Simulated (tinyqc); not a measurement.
# Strained L valleys, repopulation and conductivity mass: effect of the temperature

A cubic crystal with four conduction valleys along the <111> axes under uniaxial stress X along [110] (X > 0 is tension); current along [110]. Non-degenerate electrons, fixed total density, one relaxation time for all valleys and stresses, masses unchanged by strain, so the mobility goes as the mean inverse mass.

Stress s_ij = X a_i a_j with a the unit vector along [110]; strain e_ii = s11 s_ii + s12 (s_jj + s_kk), e_ij = s44 s_ij/2. Valley shift dE = Xu (n.e.n - trace(e)/3) with n the valley axis; share f proportional to exp(-dE/Vt). Inverse mass along the current d = [110]: (n.d)^2/ml + (1 - (n.d)^2)/mt; mu/mu0 = sum f (1/m) over the plain mean of 1/m. pi is the small-stress slope -d(mu/mu0)/dX; each row is against the unstrained crystal at the same T.

Parameters, values chosen for the exercise; values close to those of germanium: compliance s11 = 9.55 1/TPa; compliance s12 = -2.78 1/TPa; compliance s44 = 15.3 1/TPa; shear deformation potential Xu = 16.1 eV; longitudinal mass ml = 1.6 m0; transverse mass mt = 0.0808 m0; uniaxial stress (tension positive) X = 1000 MPa.

Constants: q = 1.602176634e-19 C, kB = 1.380649e-23 J/K, Vt = kB T/q. Results are converted to the units shown.

Effect of the temperature:
```
T (K)	splitting/Vt	mu/mu0	pi (1e-11 1/Pa)
77	12.37	1.463	-286.5
120	7.940	1.463	-183.8
180	5.294	1.458	-122.6
240	3.970	1.446	-91.92
300	3.176	1.426	-73.54
380	2.507	1.393	-58.06
460	2.071	1.359	-47.96
```

The ratio mu/mu0 falls from 1.46 to 1.36, and pi goes as 1/T, from -287 to -48.0.

Numbers from tinyqc (`OMP_NUM_THREADS=1 python tinyqc.py 2530025 2530026 out.jsonl`; about 0.01 s on one thread of a shared Intel Xeon 2.30GHz).
